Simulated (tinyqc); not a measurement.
# Sharing a fixed EOT between the layers

Without charge in the stack, a voltage of 0.8 V over an EOT of 1.1 nm gives F1 = (V/EOT)(3.9/e1) and F2 = F1 e1/e2; t2 = e2 (EOT/3.9 - t1/e1).

Parameters, values chosen for the exercise:
- e1 = 3.92 (relative permittivity of layer 1)
- e2 = 25.2 (relative permittivity of layer 2)

Sharing a fixed EOT between the layers:

| t1 (nm) | t2 (nm) | physical thickness (nm) | drop over layer 1 (V) | drop over layer 2 (V) |
|---|---|---|---|---|
| 0 | 7.108 | 7.108 | 0 | 0.8000 |
| 0.13 | 6.272 | 6.402 | 0.09406 | 0.7059 |
| 0.27 | 5.372 | 5.642 | 0.1954 | 0.6046 |
| 0.4 | 4.536 | 4.936 | 0.2894 | 0.5106 |
| 0.54 | 3.636 | 4.176 | 0.3907 | 0.4093 |
| 0.67 | 2.801 | 3.471 | 0.4848 | 0.3152 |
| 0.81 | 1.901 | 2.711 | 0.5861 | 0.2139 |
| 0.94 | 1.065 | 2.005 | 0.6801 | 0.1199 |

Read the table: what changes, and by how much?

Each 0.1 nm of layer 1 costs 0.643 nm of layer 2, so the physical thickness falls from 7.11 to 2.00 nm. The fields do not change, 7.24 MV/cm in layer 1 and 1.13 MV/cm in layer 2, and layer 1 takes half of the voltage at t1 = 0.553 nm.

Computed by the program tinyqc: `OMP_NUM_THREADS=1 python tinyqc.py 2010032 2010033 out.jsonl`, one thread of a shared Intel Xeon 2.30GHz, about 0.01 s for the whole run.
